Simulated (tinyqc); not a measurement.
Worked calculation: RHF in the 3-21g basis, for H3+, spin multiplicity 1. One step of it, computed by the program tinyqc.

Problem. Iteration 3: diagonalisation and new density. Diagonalise F' = X^T F X, C = X C', fill 1 alpha and 1 beta electrons from the bottom; D = 2 C_occ C_occ^T. Each column has its largest component positive (the first on a tie).

Fock matrix F (hartree), order 1H 1s, 1H 2s, 2H 1s, 2H 2s, 3H 1s, 3H 2s:
```
[[-0.190355, -0.671347, -0.331533, -0.473429, -0.330958, -0.473058],
 [-0.671347, -0.711438, -0.452120, -0.596973, -0.451685, -0.596664],
 [-0.331533, -0.452120, -0.141785, -0.596742, -0.164133, -0.328205],
 [-0.473429, -0.596973, -0.596742, -0.618438, -0.328132, -0.485862],
 [-0.330958, -0.451685, -0.164133, -0.328132, -0.141683, -0.596536],
 [-0.473058, -0.596664, -0.328205, -0.485862, -0.596536, -0.618211]]
```

X, order 1H 1s, 1H 2s, 2H 1s, 2H 2s, 3H 1s, 3H 2s:
```
[[-0.810670, 0.000884, 0.761569, 0.738603, -0.000732, 0.205755],
 [1.779895, -0.001430, -0.496392, 0.296451, -0.000323, 0.301273],
 [0.351455, 0.772575, 0.779350, -0.394595, -0.526601, 0.176213],
 [-0.915347, -1.205885, -0.522230, -0.190472, -0.337265, 0.269826],
 [0.349980, -0.773422, 0.779404, -0.392993, 0.527487, 0.176095],
 [-0.912110, 1.207512, -0.522090, -0.189655, 0.337973, 0.269716]]
```

Give: F' = X^T F X; orbital energies; coefficients C; D after iteration 3.

Solution.

F' = X^T F X (hartree):
```
[[0.554, 0.000, -0.028, -0.447, 0.000, 0.006],
 [0.000, 0.643, 0.000, 0.000, -0.328, 0.000],
 [-0.028, 0.000, 0.800, -0.040, 0.000, -0.074],
 [-0.447, 0.000, -0.040, 0.085, 0.000, -0.020],
 [0.000, -0.328, 0.000, 0.000, -0.209, 0.000],
 [0.006, 0.000, -0.074, -0.020, 0.000, -0.954]]
```

orbital energies (hartree): [-0.958, -0.320, -0.188, 0.754, 0.805, 0.825]

coefficients C, order 1H 1s, 1H 2s, 2H 1s, 2H 2s, 3H 1s, 3H 2s:
```
[[0.252, 0.000, 0.243, 0.003, 0.508, -1.202],
 [0.292, -0.001, 1.144, -0.004, -0.274, 1.457],
 [0.202, -0.250, -0.122, 0.901, 0.864, 0.340],
 [0.240, -0.708, -0.667, -1.032, -0.629, -0.568],
 [0.202, 0.250, -0.122, -0.902, 0.865, 0.335],
 [0.240, 0.709, -0.665, 1.035, -0.630, -0.562]]
```

D after iteration 3, order 1H 1s, 1H 2s, 2H 1s, 2H 2s, 3H 1s, 3H 2s:
```
[[0.127, 0.147, 0.101, 0.121, 0.101, 0.121],
 [0.147, 0.171, 0.118, 0.140, 0.118, 0.140],
 [0.101, 0.118, 0.081, 0.097, 0.081, 0.097],
 [0.121, 0.140, 0.097, 0.115, 0.097, 0.115],
 [0.101, 0.118, 0.081, 0.097, 0.081, 0.097],
 [0.121, 0.140, 0.097, 0.115, 0.097, 0.115]]
```
